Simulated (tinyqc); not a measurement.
What each parameter does: donor level screened by free carriers (Yukawa potential).

Screening wave number: Debye ks^2 = 4 pi q n/(eps kB T); Thomas-Fermi ks^2 = 6 pi q n/(eps EF) with EF = c (3 pi^2 n/gv)^(2/3)/m, c = hbar^2/2m0; the two are joined by 1/ks^2 = sqrt(1/ks_D^4 + 1/ks_TF^4). 1e18/cm^3 = 1e-6/angstrom^3, q = e^2/(4 pi eps0).

Potential -(q/(eps r)) exp(-ks r), q = e^2/(4 pi eps0). In units Ry* = Ry m/eps^2 and a* = a0 eps/m the problem is [-Laplacian - 2 exp(-x r)/r] psi = E psi with x = ks a*.

Converged values use 18 functions exp(-z r), z = 1.55^i, i = -11 to 6: S = 2/A^3, H = z_i z_j S - 2/(A + x)^2, A = z_i + z_j.

Constants: e^2/(4 pi eps0) = 14.39964547 eV angstrom; kB = 8.617333262e-05 eV/K; hbar^2/2m0 = 3.80998211 eV angstrom^2; Ry = 13.60569312 eV; a0 (Bohr radius) = 0.5291772105 angstrom.

Parameters, chosen for this exercise (near those of a donor in 4H SiC, with one mean mass; the results hold for these values, not for the real material): m = 0.408 m0 (mass); eps = 9.7 (dielectric constant); gv = 3 (valleys); T = 77 K (temperature); n = 0.47 x 1e18/cm^3 (free-carrier density).

Ry* = Ry m/eps^2, a* = a0 eps/m, x = ks a* with the joined ks; converged binding.

One parameter was then changed.

Results before and after:
```
case,1/ks (angstrom),x,binding in Ry*,binding (meV)
base,28.0,0.450,0.344,20.32
changed,26.8,0.431,0.364,25.50
```

Which of these changes was made? (a) eps = 8.9; (b) gv = 4; (c) T = 137 K; (d) m = 0.457 m0; (e) n = 0.235 x 1e18/cm^3.

Answer: (a) eps = 8.9. Of the candidates, run in turn, only this one gives the changed row.

All candidates:
```
case,1/ks (angstrom),x,binding in Ry*,binding (meV)
base,28.0,0.450,0.344,20.32
n = 0.235 x 1e18/cm^3,39.2,0.321,0.489,28.82
T = 137 K,36.9,0.341,0.464,27.40
m = 0.457 m0,27.9,0.403,0.394,26.01
eps = 8.9,26.8,0.431,0.364,25.50
gv = 4,27.8,0.452,0.342,20.19
```

Computed by tinyqc, a small Python program: `OMP_NUM_THREADS=1 python tinyqc.py 1251826 1251827 out.jsonl` (the numbers bound the seed that draws the inputs); one thread of a shared host (Intel(R) Xeon(R) Processor @ 2.30GHz), about 0.01 s for the whole set of steps.
